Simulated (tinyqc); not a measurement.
Surface photovoltage measurement of the minority-carrier diffusion length in a wafer: one step, computed by the program tinyqc.

Low injection, steady light, a depletion layer much thinner than 1/alpha and L. The excess density dn is taken at the front edge of the neutral region; light that reaches the back is lost.

Task: The linear plot. alpha = (84.732/lambda - 76.417)^2 per cm with lambda in micrometre (an empirical fit for silicon between 0.7 and 1.05 micrometre). Thick wafer: dn = Phi L/((S_f + D/L)(L + 1/alpha)). Finite wafer, with s = S_b L/D, w = W/L, a = alpha L: dn = [Phi a/(a^2 - 1)] [a - B - exp(-alpha W)(a - s)/(cosh w + s sinh w)]/(S_f + B D/L), B = (sinh w + s cosh w)/(cosh w + s sinh w). Readings y = (Phi/dn) (1 + noise x g) at 780, 830, 880, 920, 950, 975 and 995 nm; a least-squares line y = c (1/alpha + L_app) gives L_app = intercept/slope.

Inputs (values chosen for the exercise, modelled on p-type silicon at room temperature):

| quantity | value | unit |
|---|---|---|
| diffusion length L | 100 | micrometre |
| wafer thickness W | 300 | micrometre |
| diffusivity D | 25.8 | cm^2/s |
| front recombination velocity S_f | 1600 | cm/s |
| back recombination velocity S_b | 26000 | cm/s |
| photon flux entering | 2.6e+12 | 1/(cm^2 s) |
| relative noise of each reading | 0.2 | % |

normal deviates g for the noise: -1.04  -0.54  -1.88  0.48  -0.52  -0.12  0.12

Give: the table «Readings» with the columns 1/alpha (micrometre), y (cm/s), line (cm/s), for lambda (nm) = 780, 830, 880, 920, 950, 975, 995; slope; apparent length L_app; error of L_app (rounded to 0.001).

Result:

Readings:

| lambda (nm) | 1/alpha (micrometre) | y (cm/s) | line (cm/s) |
|---|---|---|---|
| 780 | 9.6 | 4587 | 4569 |
| 830 | 15.2 | 4825 | 4810 |
| 880 | 25.3 | 5239 | 5252 |
| 920 | 40.7 | 5916 | 5918 |
| 950 | 61.3 | 6789 | 6814 |
| 975 | 90.9 | 8086 | 8102 |
| 995 | 130.9 | 9862 | 9839 |

slope = 43.46 cm/(s micrometre)

apparent length L_app = 95.50 micrometre

error of L_app (rounded to 0.001) = -4.502 %

Without noise the error would be -4.0 %, from the finite thickness at W/L = 3.0. S_f scales all readings alike and leaves L_app unchanged.
